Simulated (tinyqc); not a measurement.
# Thermoelectric coefficients of a parabolic band, Landauer integrals: effects of single changes

Bulk parabolic band, x = (E - Ec)/kB T, C = hbar^2/(2 m0), kB T in eV. Modes per area gv m kB T x/(4 pi C) times the back-scattering length l0 x^rr give the transport function s0 X(x), s0 = (2 q^2/h) gv m kB T l0/(4 pi C), X = x^(1 + rr). I_k = int X (x - eta)^k w dx, w = 1/(4 cosh^2((x - eta)/2)).

Values chosen for this exercise:
```
symbol  value     unit                             meaning
T         700        K                         temperature
m        0.34       m0                  mass of one valley
gv          1                                      valleys
l0         24       nm     back-scattering length at x = 1
rr          0               energy exponent of that length
kL        1.6  W/(m K)        lattice thermal conductivity
eta       4.1           reduced Fermi level (EF - Ec)/kB T
```

Constants: q = 1.602176634e-19 C, kB = 1.380649e-23 J/K, hbar = 1.054571817e-34 J s, h = 6.62607015e-34 J s, m0 = 9.1093837015e-31 kg, Vt = kB T/q, hbar^2/(2 m0) = 0.0380998212 eV nm^2. Results are converted to the units shown.

Each table varies one quantity; the others keep the values above.

## Best figure of merit against the lattice conductivity

sigma = s0 I_0, S = -(kB/q) I_1/I_0, Lorenz number L = (kB/q)^2 [I_2/I_0 - (I_1/I_0)^2], kappa_e = L sigma T. Power factor S^2 sigma, ZT = S^2 sigma T/(kappa_e + kL). The integrals are converged. For each row eta is chosen to maximise ZT; B = (kB/q)^2 s0 T/kL.

Best figure of merit against the lattice conductivity:
```
kL (W/(m K))        B  best eta  best ZT  S there (uV/K)
0.12            3.451    -1.918    3.833          -343.6
0.27            1.534    -1.372    2.462          -300.6
0.59           0.7018    -0.886    1.512          -264.1
1.3            0.3185    -0.443   0.8653          -233.1
2.8            0.1479    -0.077   0.4725          -209.3
6.1           0.06788     0.214   0.2417          -191.7
13            0.03185     0.411   0.1207          -180.6
29            0.01428     0.538  0.05610          -173.7
```

What does the table show?

As B falls from 3.45 to 0.0143, the best ZT falls from 3.83 to 0.0561, as B^(0.55) between the first two rows and B^(0.96) between the last two; the best eta moves from -1.92 to 0.54, towards the optimum of the power factor, since kappa_e matters less when kL is large.

## Effect of the scattering exponent

Same model as above.

Effect of the scattering exponent:
```
rr    sigma (S/cm)  S (uV/K)  kappa_e (W/(m K))  power factor (mW/(m K^2))       ZT  L (1e-8 V^2/K^2)
-0.5          1565    -39.28              2.278                     0.2414  0.04358             2.080
0             3279    -66.77              4.829                      1.462   0.1592             2.104
0.5           7128    -92.25              10.88                      6.067   0.3402             2.181
1          1.598e4    -116.9              25.71                      21.83   0.5594             2.298
1.5        3.686e4    -141.2              63.17                      73.49   0.7943             2.448
2          8.721e4    -165.7              160.6                      239.5    1.034             2.630
2.5        2.115e5    -190.7              420.9                      769.3    1.275             2.843
```

|S| rises from 39.3 to 191 uV/K, on average 50.5 uV/K for each unit of rr (kB/q = 86.2 uV/K in the non-degenerate limit), since a length that grows with energy favours hot carriers. The Lorenz number rises from 2.08 to 2.84 (1e-8 V^2/K^2). l0 is held fixed, so sigma changes too.

Range of the model: Parabolic bands, elastic scattering and a fixed kL make these model figures, not those of a material.

Computed by the program tinyqc: `OMP_NUM_THREADS=1 python tinyqc.py 2800116 2800117 out.jsonl`, one thread of a shared Intel Xeon 2.30GHz, about 0.1 s for the whole run.
